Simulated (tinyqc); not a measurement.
Worked calculation: lattice vibrations of a chain. One step of it, computed by the program tinyqc.

Question. Frequencies. omega^2 are the eigenvalues; wavenumber = 521.4708 sqrt(eigenvalue) 1/cm.

D(q) (eV/(angstrom^2 u)), lower triangle (Hermitian):
```
                     1          2         3
1             0.424808
2            -0.460966   1.774566
3  -0.150267-0.181642i  -0.328823  0.399027
```

Give: eigenvalues; wavenumbers; weights |e|^2 of the mass-weighted modes.

Answer.

eigenvalues: 0.0216  0.6099  1.9669

wavenumbers (1/cm): 76.6  407.2  731.3

weights |e|^2 of the mass-weighted modes:
```
        mode 1  mode 2  mode 3
atom 1  0.4836  0.4431  0.0733
atom 2  0.0844  0.0207  0.8949
atom 3  0.4319  0.5362  0.0319
```
